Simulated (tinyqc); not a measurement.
From results back to parameters: eight-band Kane k.p model. Three cases, with inputs chosen for the exercise.

Problem. In the Kane model 1/m = A_r + Ep (Eg + 2 Dso/3)/(Eg (Eg + Dso)) and the Roth formula gives g* = 2 - 2 Ep Dso/(3 Eg (Eg + Dso)). The mass and the g factor below were computed from hidden Ep and Dso.

Case 1.

Values chosen (out of a larger set: near those of InAs; not measured data): Eg = 0.409 eV (gap at Gamma to the s-like level); A_r = 0 (remote-band term in 1/m).

m = 0.0220633 m0
g* = -15.42013

Case 2.

Values chosen (out of a larger set: near those of AlAs; not measured data): Eg = 3.083 eV (gap at Gamma to the s-like level); A_r = 0.7 (remote-band term in 1/m).

m = 0.1354677 m0
g* = 1.61083

Case 3.

Values chosen (out of a larger set: near those of GaP; not measured data): Eg = 2.896 eV (gap at Gamma to the s-like level); A_r = -0.5 (remote-band term in 1/m).

m = 0.0966366 m0
g* = 1.80383

Find: X; Y; Ep; Dso.

Solution. Let X = 1/m - A_r and Y = (2 - g*)/2. Then X + Y = Ep/Eg and X - 2 Y = Ep/(Eg + Dso).

Case 1.

X = 45.324
Y = 8.710
Ep = 22.10 eV
Dso = 0.383 eV

Case 2.

X = 6.682
Y = 0.195
Ep = 21.20 eV
Dso = 0.286 eV

Case 3.

X = 10.848
Y = 0.098
Ep = 31.70 eV
Dso = 0.080 eV

Computed by tinyqc, one run a case: `OMP_NUM_THREADS=1 python tinyqc.py N N+1 out.jsonl` with N = 1050173, 1050177, 1050186; one thread of a shared Intel(R) Xeon(R) Processor @ 2.30GHz, about 0.1 s a run at most.
